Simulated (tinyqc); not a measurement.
Worked calculation: interband optics of a two-band s-p chain from momentum matrix elements. Values are carried at full precision from step to step, so a last printed digit may differ when a step is redone from the rounded ones.

H(k) = [[Es - 2 ts cos ka, 2i V sin ka], [-2i V sin ka, Ep_ + 2 tp cos ka]] in the basis s, p; the lower band is full, with two electrons a cell. The velocity operator times hbar is W = dH/dk (eV angstrom); intra-atomic dipoles are left out.

Constants: hbar^2/2m0 = 3.80998211 eV angstrom^2; e^2/(4 pi eps0) = 14.39964547 eV angstrom.

Inputs chosen for the exercise:
- a = 2.73 angstrom (period)
- Es = 3.24 eV (upper orbital (s))
- Ep_ = -3.16 eV (lower orbital (p))
- ts = 0.34 eV (s-s hopping)
- tp = 0.68 eV (p-p hopping)
- V = 0.76 eV (s-p hopping)
- k = 0.46 2 pi/a (wave vector)
- N = 12 (k points)
- Ar = 12.5 angstrom^2 (cross-section per chain)
- eta = 0.3 eV (Lorentzian half width)
- E = 7.88 eV (photon energy)

## Hamiltonian and velocity at one k

Form H and W = dH/dk.

H (eV), rows s, p and columns alike:
```
[[3.8986, 0.3780i],
 [-0.3780i, -4.4773]]
```

W (eV angstrom), rows s, p and columns alike:
```
[[0.4617, -4.0192i],
 [4.0192i, -0.9233]]
```

## Matrix element between the bands

Diagonalise H, transform W, and form w = |W_cv|^2, the Kane-type energy w/c and the oscillator strength f = w/(c D), c = hbar^2/2m0, D = Ec - Ev.

Ev, Ec (eV): [-4.4943, 3.9157]

weights, rows s, p; columns v, c:
```
[[0.0020, 0.9980],
 [0.9980, 0.0020]]
```

slopes dEv/dk, dEc/dk (eV angstrom): [-0.559, 0.098]

w = 16.526 eV^2 angstrom^2
w/c = 4.338 eV
f = 0.516

## Transitions on the mesh

At each k_j = (j + 1/2)/N (2 pi/a) up to the zone edge give D = Ec - Ev, w = |<c|W|v>|^2 and f = w/(c D), c = hbar^2/2m0; the other half of the zone repeats the values.

Transitions:
```
k (2 pi/a)  D (eV)  w (eV^2 angstrom^2)      f
0.0417      4.4988               14.595  0.852
0.1250      5.4035                3.643  0.177
0.2083      6.5653                0.059  0.002
0.2917      7.5246                4.155  0.145
0.3750      8.1318               11.225  0.362
0.4583      8.4074               16.468  0.514
```

D runs from 4.499 to 8.407 eV on the mesh; f is largest at k = 0.0417.

## Dielectric function from the table

With w(k) = |<c|W|v>|^2 and D(k) = Ec - Ev, on the mesh k_j = (j + 1/2)/N (2 pi/a): eps(E) = 1 + (8 pi e2/(a Ar)) mean_j (w/D^2) [1/(D - E - i eta) + 1/(D + E + i eta)], e2 = e^2/(4 pi eps0); light polarised along the chains, no local fields.

Take the mean over the rows. Also eps(0) at eta = 0, and the effective electrons per cell n_eff = 2 mean(f).

eps(E) = 1.578+1.143i
eps(0) = 1.855
n_eff = 0.684

On a mesh of 2000 points the values are 1.545+1.241i, 1.856 and 0.684. n_eff need not equal the 2 electrons of the cell: a two-orbital basis with chosen hoppings does not obey the sum rule of free electrons. E lies within, or within 2 eta of, the range of transitions of the band (4.36 to 8.44 eV); their spacing on this mesh (up to 1.16 eV) exceeds eta, so eps(E) depends on where the few mesh points fall.

## Checks

- Curvature of the lower band against <v|d2H/dk2|v> - 2 w/D (eV angstrom^2): both 6.111.
- Zone mean of 2 w/D against the zone mean of <v|d2H/dk2|v>, the f-sum rule of a full band (eV angstrom^2): both 2.6068.

Program tinyqc; command `OMP_NUM_THREADS=1 python tinyqc.py 1680337 1680338 out.jsonl`; about 0.02 s on one thread of a shared Intel(R) Xeon(R) Processor @ 2.30GHz.
